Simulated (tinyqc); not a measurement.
Voltage acceleration of oxide breakdown, four models on the same data: one step of the calculation.

Field E = V/tox in MV/cm. Models: ln(t63/1 s) = a - c X with X = E (E model), -1/E (1/E model), ln V (power law, c the exponent n) or sqrt(E).

Problem. Fitting the models. The three stress times were made with the E model, c = 2.5, and are treated as data. For each model fit ln t63 on X by least squares over the three points.

Inputs (values chosen for the exercise): oxide thickness tox = 1 nm.

V, stress 0 to 2 (V): [1.45, 1.63, 1.86]
t63, stress 0 to 2 (s): [2.52e5, 2800, 8.912]

Give: c; a; largest misfit in ln t63 (0: below 0.002).

Solution.

c, model E to sqrt E: [2.4999, 674.18, 41.213, 20.320]
a, model E to sqrt E: [48.686, -33.847, 27.862, 89.872]
largest misfit in ln t63 (0: below 0.002), model E to sqrt E: [0.00000, 0.42337, 0.21093, 0.10510]

The worst misfit of any model is 0.42 in ln t63, a factor of 1.53 in time, comparable to the scatter of t63 from small samples, so such data hardly tell the models apart.

Range of the model: All four laws are empirical fits; none is established far below the stress range.

Computed by the program tinyqc: `OMP_NUM_THREADS=1 python tinyqc.py 2070096 2070097 out.jsonl`, one thread of a shared Intel Xeon 2.30GHz, about 0.01 s for the whole run.
